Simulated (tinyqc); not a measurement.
Resistance of a tapered via with liner, size effect and interface: two steps of the calculation.

A round via whose diameter grows from db at the bottom as D(z) = db + 2 z/tan(ang). The fill, of diameter D - 2 tl, starts above the bottom liner (thickness fb tl) and has rho = rho0 (1 + ks lam/(D - 2 tl)); the sidewall liner conducts in parallel with it. The bottom liner and the interface are crossed over the full area pi db^2/4. Spreading in the lines above and below is left out.

Parameters, values chosen for the exercise; fill metal close to ruthenium:
- db = 10 nm (diameter at the bottom)
- hv = 39 nm (height)
- ang = 87 degrees (sidewall angle)
- rho0 = 8.03 uohm cm (bulk resistivity of the fill)
- lam = 6.41 nm (mean free path of the fill)
- ks = 1.3 (size-effect factor)
- tl = 0.3 nm (liner on the sidewall)
- fb = 0.7 (liner at the bottom over that on the sidewall)
- rl = 180 uohm cm (resistivity of the liner)
- ri = 3.3e-12 ohm cm^2 (interface resistivity at the bottom)
- Sb = 1.5e15 S/m^2 (ballistic conductance per area, about 3/(4 rho0 lam))

Task 1. Slices of the via. Slices between z0 = fb tl and hv, evaluated at their midpoints: conductance per length pi/4 [(D - 2 tl)^2/rho + (D^2 - (D - 2 tl)^2)/rl], slice resistance = slice height over that. 6 slices.

Find: z; D; rho; slice resistance.

Result 1.

| slice | z (nm) | D (nm) | rho (uohm cm) | slice resistance (ohm) |
|---|---|---|---|---|
| 0 | 3.442 | 10.36 | 14.89 | 12.73 |
| 1 | 9.908 | 11.04 | 14.44 | 10.81 |
| 2 | 16.37 | 11.72 | 14.05 | 9.279 |
| 3 | 22.84 | 12.39 | 13.70 | 8.046 |
| 4 | 29.30 | 13.07 | 13.40 | 7.038 |
| 5 | 35.77 | 13.75 | 13.12 | 6.204 |

Task 2. Total resistance. R_fill = sum of the slices; R_bottom = rl fb tl/(pi db^2/4); R_interface = ri/(pi db^2/4); ballistic (Sharvin) limit 1/(Sb pi (db - 2 tl)^2/4); ideal cylinder rho0 hv/(pi db^2/4).

| slice | slice resistance (ohm) |
|---|---|
| 0 | 12.727331 |
| 1 | 10.806423 |
| 2 | 9.2788706 |
| 3 | 8.0459653 |
| 4 | 7.0377571 |
| 5 | 6.2036445 |

Wanted: parts; R; shares; ballistic limit; ideal cylinder.

Result 2.

parts (ohm): fill 54.100, bottom liner 4.8128, interface 4.2017
R = 63.115 ohm
shares (%): fill 85.717, bottom liner 7.626, interface 6.657
ballistic limit = 9.6065 ohm
ideal cylinder = 39.874 ohm

The fill is the largest part, and R is 1.58 times the ideal cylinder. With 2000 slices R = 63.187 ohm.

tinyqc, about 0.01 s, one thread, Intel Xeon 2.30GHz (shared host): `OMP_NUM_THREADS=1 python tinyqc.py 2750046 2750047 out.jsonl`
